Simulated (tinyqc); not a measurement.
Worked calculation: UHF in the sto-3g basis, for H4, spin multiplicity 3. One step of it, computed by the program tinyqc.

Question. Orthogonalisation. S = U s U^T; canonical form X = U s^(-1/2), so that X^T S X = 1. Each column of U has its largest component positive (the first on a tie).

overlap S, lower triangle:
```
,1H 1s,2H 1s,3H 1s,4H 1s
1H 1s,1.000000
2H 1s,0.282773,1.000000
3H 1s,0.041186,0.404911,1.000000
4H 1s,0.001639,0.041107,0.282376,1.000000
```

Give: eigenvalues of S; X.

Answer.

eigenvalues of S: 0.4822  0.8219  1.1113  1.5847

X:
```
,1,2,3,4
1H 1s,-0.4319,0.6818,-0.6074,0.2729
2H 1s,0.9227,-0.3782,-0.2840,0.4912
3H 1s,-0.9221,-0.3790,0.2844,0.4910
4H 1s,0.4310,0.6820,0.6078,0.2724
```
